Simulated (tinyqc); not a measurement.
Free and trapped electrons in a MOS channel with a dense trap tail: free and trapped charge against gate voltage.

p-type body, charge-sheet picture, full ionisation (an idealisation for deep acceptors), Boltzmann statistics for free electrons. e = Ec - EF at the surface. Acceptor-like traps of density D(E) = D0 + De exp(-E/Ew) at depth E below Ec, from 0 to Eu, hold n_t = integral of D(E)/(1 + exp((e - E)/Vt)). psi = Eg - Vt ln(Nv/Na) - e; N_dep = sqrt(2 eps0 eps_r Na (psi - Vt)/q); n_f = sqrt(N_dep^2 + 2 eps0 eps_r Vt Nc exp(-e/Vt)/q) - N_dep; Vg = Vfb + psi + q (N_dep + n_t + n_f)/Cox, Cox = eps0 eox/tox.

Free share n_f/(n_f + n_t); swing ln 10 n_f/(dn_f/dVg); field-effect mobility mf q (dn_f/dVg)/Cox, for a constant mf; oxide field q (N_dep + n_t + n_f)/(eps0 eox).

Values chosen for this exercise; band and dielectric values close to those of 4H silicon carbide: temperature T = 300 K; band gap Eg = 3.23 eV; relative permittivity eps_r = 9.77; conduction-band density of states at T Nc = 1.73e19 cm^-3; valence-band density of states at T Nv = 2.46e19 cm^-3; relative permittivity of the insulator eox = 3.9; insulator thickness tox = 63 nm; acceptor density Na = 5.4e15 cm^-3; flat-band voltage without trapped charge Vfb = -2.49 V; constant background density of acceptor-like traps D0 = 1e10 cm^-2 eV^-1; density of the tail at the conduction edge De = 1.9e13 cm^-2 eV^-1; decay energy of the tail Ew = 0.11 eV; depth below Ec down to which the traps reach Eu = 0.58 eV; mobility of free electrons mf = 67 cm^2/(V s).

Constants: q = 1.602176634e-19 C, kB = 1.380649e-23 J/K, Vt = kB T/q, eps0 = 8.8541878128e-14 F/cm where lengths are in cm. Results are converted to the units shown.

Results:

| Vg (V) | e (eV) | n_f (cm^-2) | n_t (cm^-2) | free share (%) | swing (mV/decade) | field-effect mobility (cm^2/(V s)) | oxide field (MV/cm) |
|---|---|---|---|---|---|---|---|
| 1.4 | 0.4028 | 1.065e6 | 4.995e10 | 0.002132 | 168.3 | 0.002853 | 0.2033 |
| 2.8 | 0.1818 | 5.238e9 | 4.318e11 | 1.198 | 808.3 | 2.922 | 0.3904 |
| 4.2 | 0.1118 | 7.178e10 | 8.152e11 | 8.093 | 1926 | 16.81 | 0.6015 |
| 5.6 | 0.07593 | 2.405e11 | 1.111e12 | 17.80 | 3677 | 29.50 | 0.8180 |
| 8.5 | 0.03379 | 8.012e11 | 1.525e12 | 34.45 | 8067 | 44.79 | 1.272 |
| 9.9 | 0.01975 | 1.141e12 | 1.659e12 | 40.75 | 1.029e4 | 49.97 | 1.492 |
| 11.3 | 0.007945 | 1.513e12 | 1.760e12 | 46.24 | 1.260e4 | 54.18 | 1.712 |
| 12.7 | -0.002189 | 1.913e12 | 1.835e12 | 51.04 | 1.502e4 | 57.45 | 1.933 |

Estimate the missing row, Vg = 7 V.

Computed row:

| Vg (V) | e (eV) | n_f (cm^-2) | n_t (cm^-2) | free share (%) | swing (mV/decade) | field-effect mobility (cm^2/(V s)) | oxide field (MV/cm) |
|---|---|---|---|---|---|---|---|
| 7 | 0.05251 | 4.833e11 | 1.337e12 | 26.55 | 5743 | 37.95 | 1.037 |

With this row back in the table: n_f reaches 1e11 cm^-2 at Vg = 4.50 V, against 1.91 V without traps. The free share rises from 0.00213 to 51.0 % and the field-effect mobility rises from 0.00285 to 57.4 cm^2/(V s), although mf = 67 is constant: in the last row 85.7 % of Cox dVg goes into free electrons. The swing in the first row is 168 mV a decade (Vt ln 10 = 59.5). For Vg = 8.5, 9.9, 11.3, 12.7 EF lies less than 2 Vt below the band edge, or above it, where degeneracy and confinement, left out, matter.

tinyqc, about 0.02 s, one thread, Intel Xeon 2.30GHz (shared host): `OMP_NUM_THREADS=1 python tinyqc.py 2222209 2222210 out.jsonl`
